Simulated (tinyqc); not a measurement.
# Effect of the position of a charge sheet

One sheet of 1.1e12 cm^-2 lies at the depth x from the gate; it shifts Vfb by -(q/eps0) Q s, with s = x/e2 in layer 2 and t2/e2 + (x - t2)/e1 in layer 1, and it induces the share s/(t1/e1 + t2/e2) of its image in the semiconductor.

Parameters, values chosen for the exercise:
- t1 = 1 nm (thickness of layer 1, next to the semiconductor)
- e1 = 9.16 (relative permittivity of layer 1)
- t2 = 4.4 nm (thickness of layer 2, next to the gate)
- e2 = 21.4 (relative permittivity of layer 2)

Constants: q = 1.602176634e-19 C, eps0 = 8.8541878128e-14 F/cm where lengths are in cm. Results are converted to the units shown.

Result of one run:
```
shift (mV)  image in the semiconductor (%)
-48.096                             76.763
```

Which depth of the sheet x gave this result: 0.68, 1.35, 4.73 or 5.4 nm?

x = 4.73 nm.

The whole series:
```
x (nm)  shift (mV)  image in the semiconductor (%)
0                0                               0
0.68       -6.3248                          10.095
1.35       -12.557                          20.041
2.03       -18.882                          30.135
2.7        -25.113                          40.082
3.38       -31.438                          50.176
4.05       -37.670                          60.123
4.73       -48.096                          76.763
5.4        -62.655                          100.00
```

The shift grows from 0 at the gate to -62.7 mV at the semiconductor, by -9.30 mV/nm in layer 2 and -21.7 mV/nm in layer 1, the ratio of the permittivities. A sheet between the layers has 65.3 % of its full effect.

Numbers from tinyqc (`OMP_NUM_THREADS=1 python tinyqc.py 2010155 2010156 out.jsonl`; about 0.01 s on one thread of a shared Intel Xeon 2.30GHz).
